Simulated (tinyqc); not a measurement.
Worked calculation: lattice vibrations of a chain. One step of it, computed by the program tinyqc.

Problem. Frequencies. omega^2 are the eigenvalues; wavenumber = 521.4708 sqrt(eigenvalue) 1/cm.

D(q) (eV/(angstrom^2 u)), lower triangle (Hermitian):
```
                     1          2         3
1             0.588840
2            -0.957352   4.085714
3  -0.145605-0.309427i  -1.039081  1.204545
```

Give: eigenvalues; wavenumbers; weights |e|^2 of the mass-weighted modes.

Solution.

eigenvalues: 0.0709  1.1947  4.6135

wavenumbers (1/cm): 138.8  570.0  1120.1

weights |e|^2 of the mass-weighted modes:
```
        mode 1  mode 2  mode 3
atom 1  0.6801  0.2736  0.0463
atom 2  0.0921  0.0320  0.8759
atom 3  0.2278  0.6944  0.0778
```
